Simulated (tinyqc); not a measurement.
Precursor delivery by bubblers, mass-transport growth and the solid composition of a III-V alloy: one step, computed by the program tinyqc.

1 sccm = 44.615 micromol/min; 1 torr = 133.322 Pa. The sources decompose fully at the surface.

Problem. Mass transport. Mean velocity u = (F_t/A)(760/p)(T/273); D = D0 (T/273)^1.75 (760/p); boundary layer delta = sqrt(pi D z/u); flux = D dp/(delta k_B T); growth rate = flux x a^3/4.

Inputs (values chosen for the exercise, modelled on triethylgallium (source 1) and trimethylindium (source 2) for the vapour pressures):
```
quantity                           value      unit
total flow F_t                        20       slm
reactor pressure p                    76      torr
growth temperature T                 970         K
diffusivity at 273 K and 760 torr   0.48    cm^2/s
flow cross-section A                  73      cm^2
distance from the leading edge z      14        cm
lattice constant a                  5.76  angstrom
```

Constants: k_B = 1.380649e-23 J/K.

Give: velocity u; D; boundary layer delta; growth rate per torr of group III.

Solution.

velocity u = 162.2 cm/s

D = 44.14 cm^2/s

boundary layer delta = 3.459 cm

growth rate per torr of group III = 218.5 micrometre/(h torr)

Caution: the boundary layer is a quarter or more of the root of the cross-section, so it fills much of the channel and depletion along the flow matters.
